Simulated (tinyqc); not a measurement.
# MOSFET in the linear regime without short-channel effects, parameter extraction from computed curves: extraction methods against the second mobility attenuation factor

Inversion charge Q = Cox n Vt W0(exp((Vg - VT)/(n Vt))), W0 the Lambert function and n = nf; u = Q/Cox; mobility mu = mu0/(1 + th1 u + th2 u^2); channel resistance Rch = (L - dL)/(W mu Q); Id = Vd/(Rch + Rsd/W). Cox = eps0 eox/tox. Small Vd, no channel-length or drain effects.

From the continuous curve Id(Vg): tangent at peak gm (V_ext = Vg - Id/gm); constant current Id = 0.1 uA W/L; peak of d2Id/dVg2; Y = Id/sqrt(gm) drawn through Vg = VT + 0.6 and VT + 0.8 V, with intercept VT_Y and slope s. Mobilities gm,max L/(W Cox Vd) and s^2 L/(W Cox Vd) with the drawn L. Last column: share of Rsd/W in the total resistance at VT + 0.8 V.

Inputs (values chosen for the exercise); channel values of the order met in silicon transistors: temperature T = 300 K; relative permittivity of the gate insulator (close to silicon dioxide) eox = 3.9; insulator thickness tox = 3.2 nm; low-field mobility mu0 = 450 cm^2/(V s); first mobility attenuation factor th1 = 0.15 1/V; threshold voltage VT = 0.26 V; body factor nf = 1.38; gate width W = 1 um; drawn gate length L = 1.9 um; drawn less effective length dL = 0.018 um; source plus drain resistance Rsd = 200 ohm um; drain voltage Vd = 0.025 V.

Constants: q = 1.602176634e-19 C, kB = 1.380649e-23 J/K, Vt = kB T/q, eps0 = 8.8541878128e-14 F/cm where lengths are in cm. Results are converted to the units shown.

Results:
columns A: th2 (1/V^2); B: V_ext (V); C: constant current (V); D: second derivative (V); E: VT_Y (V); F: mobility from gm (cm^2/(V s)); G: mobility from Y (cm^2/(V s)); H: series share (%)
```
A         B      C      D      E    F    G     H
0     0.280  0.216  0.252  0.306  361  405  3.14
0.06  0.277  0.216  0.252  0.320  356  433  3.06
0.12  0.275  0.216  0.252  0.334  353  464  2.99
0.24  0.272  0.216  0.252  0.363  347  535  2.85
0.3   0.270  0.216  0.252  0.377  344  576  2.79
0.36  0.269  0.216  0.251  0.391  342  622  2.73
```

Estimate the missing row, th2 = 0.18 1/V^2.

Computed row:
columns A: th2 (1/V^2); B: V_ext (V); C: constant current (V); D: second derivative (V); E: VT_Y (V); F: mobility from gm (cm^2/(V s)); G: mobility from Y (cm^2/(V s)); H: series share (%)
```
A         B      C      D      E    F    G     H
0.18  0.273  0.216  0.252  0.348  349  498  2.92
```

With this row back in the table: The model has VT = 0.26 V and mu0 = 450 cm^2/(V s). Over the table the extracted thresholds move by 11 mV (tangent), under 0.5 mV (constant current), 0.50 mV (second derivative), 85 mV (Y function). The mobility from gm falls from 361 to 342 and that from Y rises from 405 to 622 cm^2/(V s).

Numbers from tinyqc (`OMP_NUM_THREADS=1 python tinyqc.py 2210096 2210097 out.jsonl`; about 0.01 s on one thread of a shared Intel Xeon 2.30GHz).
